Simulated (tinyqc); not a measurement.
Worked calculation: specific resistance of a metal-semiconductor contact and its transmission-line measurement. Computed by tinyqc, a small Python program that keeps every step. Command: `OMP_NUM_THREADS=1 python tinyqc.py 3031681 3031682 out.jsonl contact walk`. One thread of a shared host (Intel(R) Xeon(R) Processor @ 2.30GHz), about 0.01 s of CPU time with the checks. Intermediate numbers are printed to about 6 digits and carried at full precision; extremes and crossings named in words are read from the listed rows.

The barrier is parabolic (depletion approximation), energies E are normal energies counted from the band edge in the neutral semiconductor (downwards for holes), and the bias is zero. xi is an input, held fixed when other inputs move.

Inputs (values chosen for the exercise, modelled on p-type silicon): tunnelling mass m = 0.35 m_0; permittivity eps = 11.7; Richardson constant A* = 31.6 A/(cm^2 K^2); barrier height phi_B = 0.33 eV; doping N = 1e+18 1/cm^3; Fermi level above the band edge in the bulk, xi = -0.047 eV; temperature T = 200 K; sheet resistance R_sh = 16000 ohm; contact length d = 3.2 micrometre; contact width W = 39 micrometre.

Image-force lowering: included.

Constants: hbar = 1.054571817e-34 J s; eps_0 = 8.8541878128e-12 F/m; m_0 = 9.1093837015e-31 kg; k_B = 8.617333262e-05 eV/K; e = 1.602176634e-19 C.

## Tunnelling energy and barrier

E_00 = (e hbar/2) sqrt(N/(eps eps_0 m)); band bending E_b = phi_B + xi; depletion width w = sqrt(2 eps eps_0 E_b/(e^2 N)). Image lowering d_phi = (e^3 N E_b/(8 pi^2 (eps eps_0)^3))^(1/4) (E_b in volts), and E_b - d_phi replaces E_b everywhere except in w.

E_00 = 9.17488 meV

E_00/k_B T = 0.532350

depletion width = 19.1302 nm

barrier used, above the bulk band edge = 0.222656 eV

By the usual rule this is thermionic-field emission (0.5 to 5 k_B T).

## Transmission and supply

WKB transmission for E < E_b, with a = E/E_b: D = exp{-(E_b/E_00) [sqrt(1 - a) - a ln((1 + sqrt(1 - a))/sqrt(a))]}; D = 1 above. f = 1/(1 + exp((E - xi)/k_B T)).

E, D, f and D f at E/E_b = 0.05, 0.15, 0.3, 0.45, 0.6, 0.75, 0.9, 0.98:
```
E/E_b    E (eV)            D            f          D f
0.05   0.011133  7.50375e-10  3.31495e-02  2.48745e-11
0.15   0.033398  6.53977e-08  9.33203e-03  6.10293e-10
0.30   0.066797  1.01780e-05  1.35474e-03  1.37886e-08
0.45   0.100195  5.11259e-04  1.95324e-04  9.98608e-08
0.60   0.133594  1.11827e-02  2.81334e-05  3.14607e-07
0.75   0.166992  1.18117e-01  4.05162e-06  4.78564e-07
0.90   0.200391  5.93147e-01  5.83481e-07  3.46090e-07
0.98   0.218203  9.55095e-01  2.07573e-07  1.98252e-07
```

Among these points D f is largest at E/E_b = 0.75; for a non-degenerate tail the peak lies at E/E_b = 1/cosh^2(E_00/k_B T) = 0.763.

## Specific contact resistance

At zero bias 1/rho_c = (e A*/k_B^2) int D(E) f(E) dE, f = 1/(1 + exp((E - xi)/k_B T)); 200 Gauss-Legendre points from 0 to E_b, and k_B T ln(1 + exp((xi - E_b)/k_B T)) for the part above the barrier; the share of tunnelling is the part below.

specific contact resistance rho_c = 0.00519303 ohm cm^2

share of tunnelling = 93.8945 %

rho_c by thermionic emission alone = 0.0850548 ohm cm^2

Tunnelling lowers rho_c by a factor 16.4. The field-emission exponent (E_b - xi)/E_00 is 29.4, the thermionic one (E_b - xi)/k_B T is 15.6.

## Current crowding

Transmission-line model: transfer length L_T = sqrt(rho_c/R_sh); R_c = (R_sh L_T/W) coth(d/L_T). Limits: rho_c/(W d) for d << L_T, sqrt(rho_c R_sh)/W for d >> L_T.

transfer length L_T = 5.69706 micrometre

d/L_T = 0.561694

contact resistance R_c = 4589.75 ohm

R_c W = 179000 ohm micrometre

short-contact limit = 4161.08 ohm

long-contact limit = 2337.25 ohm

The contact is about one transfer length long, between the two limits.

## A transmission-line measurement read back

Transmission-line model: transfer length L_T = sqrt(rho_c/R_sh); R_c = (R_sh L_T/W) coth(d/L_T). Two contacts a gap s apart give R = 2 R_c + R_sh s/W. A straight-line fit gives R_sh from the slope and R_c from the intercept; the simple reading takes L_x = R_c W/R_sh as the transfer length and rho_c = R_sh L_x^2.

Resistances:
```
gap s (micrometre)  R (ohm)
11                  13692.3
22                  18205.1
45                  27641.0
90                  46102.6
180                 83025.7
```

L_x = 11.1875 micrometre

rho_c by the simple reading = 0.0200257 ohm cm^2

simple reading over true value = 3.85627

The simple reading is 3.86 times too high, the factor coth^2(d/L_T): it holds only for d above about 2 L_T.

Checks made by the program: closed WKB exponent against numerical integration over the parabolic barrier (relative difference below 1e-10).
